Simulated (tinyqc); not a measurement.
Stress from a rosette of three resistors.

Question. In the (001) plane dR/R(0) = p11 sxx + p12 syy, dR/R(90) = p12 sxx + p11 syy and dR/R(45) = (p11 + p12)(sxx + syy)/2 + p44 sxy. Find the three stresses.

Values chosen for this exercise: piezoresistive coefficient p11 = -95.6 x 1e-11/Pa; piezoresistive coefficient p12 = 52.9 x 1e-11/Pa; piezoresistive coefficient p44 = -14.1 x 1e-11/Pa.

dR/R at 0, 45 and 90 degrees (%): -7.6815000  -8.2942500  -9.612

Solution. The first and third give sxx and syy; the 45-degree value less their mean is p44 sxy.

sxx = 196 MPa
syy = 209 MPa
sxy = -25.0 MPa

Numbers from tinyqc (`OMP_NUM_THREADS=1 python tinyqc.py 2530167 2530168 out.jsonl`; about 0.01 s on one thread of a shared Intel Xeon 2.30GHz).
